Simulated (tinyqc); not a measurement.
Which single mass stands for the valley: donor in an ellipsoidal valley (Kohn-Luttinger variational method). Computed by tinyqc, a small Python program. Command: `OMP_NUM_THREADS=1 python tinyqc.py 3024262 3024263 out.jsonl kohnlutt walk`. One thread of a shared host (Intel(R) Xeon(R) Processor @ 2.30GHz), about 0.04 s of CPU time with the checks.

H = -(d^2/dx^2 + d^2/dy^2) - gamma d^2/dz^2 - 2/r in units built on m_t, with gamma = m_t/m_l and z along the valley axis. One valley; no valley-orbit or central-cell term.

Inputs (values chosen for the exercise, modelled on 3C-SiC): transverse mass m_t = 0.241 m_0; longitudinal mass m_l = 0.691 m_0; dielectric constant eps = 9.7.

Constants: Ry = 13.605693123 eV; a_0 = 0.529177210903 angstrom.

Method:
- Ry* = Ry m_t/eps^2, a* = a_0 eps/m_t, gamma = m_t/m_l.
- Trial function exp(-sqrt((x^2 + y^2)/a^2 + z^2/b^2)) with beta = b/a < 1: E = t/a^2 - u/a, t = (2 + gamma/beta^2)/3, u = 2 arcsin(sqrt(1 - beta^2))/sqrt(1 - beta^2); the best a is 2 t/u and E(beta) = -u^2/(4 t).
- Golden-section search on beta from 0.05 to 0.999, 60 steps.
- Gaussian basis: g = P exp(-al (x^2 + y^2) - be z^2) with P = 1 (s-like), z (2p0) or x (2p+-); al = 0.004 x 2.6^k, k = 0..11, and be/al = 1, gamma^(-1/2) or 1/gamma (36 functions); 1/r = (2/sqrt(pi)) int exp(-t^2 r^2) dt by 48 Gauss-Legendre points after t = sqrt(al_i + al_j) tan(theta); overlap eigenvalues below 1e-10 are dropped.
- A hydrogenic level is Ry m/eps^2 for one mass m; errors are against the Gaussian basis.

gamma = 0.348770

1s binding energy, Gaussian basis = 47.8593 meV

1s binding energy, trial function = 47.8328 meV

1s binding energy:
```
rule                                      mass (m_0)  binding (meV)  error (%)
transverse mass                              0.24100         34.849     -27.18
conductivity mass 3/(2/m_t + 1/m_l)          0.30782         44.512      -6.99
density-of-states mass (m_t^2 m_l)^(1/3)     0.34238         49.509       3.45
longitudinal mass                            0.69100         99.921     108.78
trial function with a and b                        -         47.833      -0.06
mass that fits 1s                            0.33097         47.859       0.00
```

The conductivity mass, which is what a spherical trial function (a = b) gives, falls short by 7.0 %, as a restricted variational bound must; the density-of-states mass is off by +3.4 %. The mass that fits lies between the two.

Extremes, crossings and ranges named in words are read from the listed rows.
